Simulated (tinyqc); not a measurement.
Worked calculation: Haynes-Shockley experiment: drift, diffusion and decay of a minority-carrier pulse. Computed by tinyqc, a small Python program that keeps every step. Command: `OMP_NUM_THREADS=1 python tinyqc.py 3113963 3113964 out.jsonl haynes walk`. One thread of a shared host (Intel(R) Xeon(R) Processor @ 2.30GHz), about 0.01 s of CPU time with the checks. Intermediate numbers are printed to about 5 digits and carried at full precision; extremes and crossings named in words are read from the listed rows.

A thin sheet of excess carriers is made at x = 0, t = 0 in a long uniform bar; injection is low, so the pulse moves with the minority mobility.

Inputs (values chosen for the exercise, modelled on electrons in p-type germanium in a lightly doped bar): minority mobility mu = 4040 cm^2/(V s); lifetime tau = 150 microsecond; temperature T = 250 K; field F = 20 V/cm; distance d to the collector = 0.24 cm; second distance d2 = 0.39 cm; injected sheet density N0 = 1.6e+10 1/cm^2.

Constants: k_B = 8.617333262e-05 eV/K.

## Transport coefficients

D = mu k_B T/e, v = mu F. Transit time d/v, diffusion length sqrt(D tau), drift length v tau, Peclet number v d/D = e F d/(k_B T).

D = 87.035 cm^2/s

drift velocity v = 80800 cm/s

transit time d/v = 2.9703 microsecond

diffusion length = 1142.6 micrometre

drift length v tau = 12.12 cm

Peclet number = 222.81

The pulse must travel 0.0198 drift lengths.

## The signal at the collector

dn(x, t) = N0/sqrt(4 pi D t) exp(-(x - v t)^2/(4 D t) - t/tau). At fixed x the signal peaks where d ln(dn)/dt = 0: a t^2 + t/2 - x^2/(4 D) = 0 with a = v^2/(4 D) + 1/tau. The full width at half maximum is found by solving dn(x, t) = peak/2 on both sides of the peak.

time of the peak t_p = 2.9565 microsecond

peak density = 2.7555e+11 1/cm^3

width at half maximum = 0.66057 microsecond

The peak comes 0.47 % before d/v, since spreading and recombination both weaken the later part of the pulse.

## Shape in time

Times are 0.7, 0.8, 0.9, 0.95, 1, 1.05, 1.1, 1.2 and 1.4 t_p.

Signal at d:
```
t/t_p  t (microsecond)  dn (1/cm^3)     dn/peak
0.70            2.0695   2.1266e+08  7.7179e-04
0.80            2.3652   1.6983e+10  6.1634e-02
0.90            2.6608   1.4836e+11  5.3842e-01
0.95            2.8086   2.3797e+11  8.6362e-01
1.00            2.9565   2.7555e+11  1.0000e+00
1.05            3.1043   2.4132e+11  8.7578e-01
1.10            3.2521   1.6606e+11  6.0266e-01
1.20            3.5478   4.3043e+10  1.5621e-01
1.40            4.1391   4.7466e+08  1.7226e-03
```

At 0.9 and 1.1 t_p the signal is 0.538 and 0.603 of its peak: the trailing side is the wider one.

## Simple reading of the pulse

With w the full width at half maximum: mu = d/(F t_p); D = (w d)^2/(16 ln2 t_p^3); Einstein ratio D/mu against k_B T/e.

apparent mobility = 4058.9 cm^2/(V s)

apparent D = 87.699 cm^2/s

apparent D/mu = 21.607 mV

error of mu = 0.46760 %

error of D = 0.76304 %

The true k_B T/e is 21.54 mV.

## Two distances

Differences remove part of the bias: mu = (d2 - d)/(F (t_p2 - t_p)). The time-integrated signal is A(x) = (N0/u) exp(x (v - u)/(2 D)), u = sqrt(v^2 + 4 D/tau); the simple lifetime is tau = (t_p2 - t_p)/ln(A(d)/A(d2)).

t_p2 = 4.8126 microsecond

mobility from two distances = 4040.7 cm^2/(V s)

area ratio A(d)/A(d2) = 1.0125

lifetime from areas = 149.99 microsecond

Errors: mobility +0.02 % (one distance +0.47 %), lifetime -0.01 %.

## How the errors depend on the field

With w that width: mu = d/(F t_p); D = (w d)^2/(16 ln2 t_p^3). The field is scaled by the factors listed.

Errors of the simple reading:
```
factor  F (V/cm)   v d/D  v^2 tau/(4 D)  error of mu (%)  error of D (%)
0.5           10   111.4     7.0323e+02          0.97274          1.5318
0.7           14   156.0     1.3783e+03          0.67949          1.0919
1.0           20   222.8     2.8129e+03          0.46760          0.7630
1.5           30   334.2     6.3291e+03          0.30756          0.5080
2.5           50   557.0     1.7581e+04          0.18253          0.3045
4.0           80   891.2     4.5007e+04          0.11338          0.1902
7.0          140  1559.6     1.3783e+05          0.06450          0.1086
```

The error of mu falls from 0.973 to 0.0645 %. For large v d/D it is about D/(v d) + 2 D/(v^2 tau), here 0.0645 % in the last row: one part from spreading, one from recombination.

Checks made by the program: area of the signal against its closed form (relative difference below 1e-10).
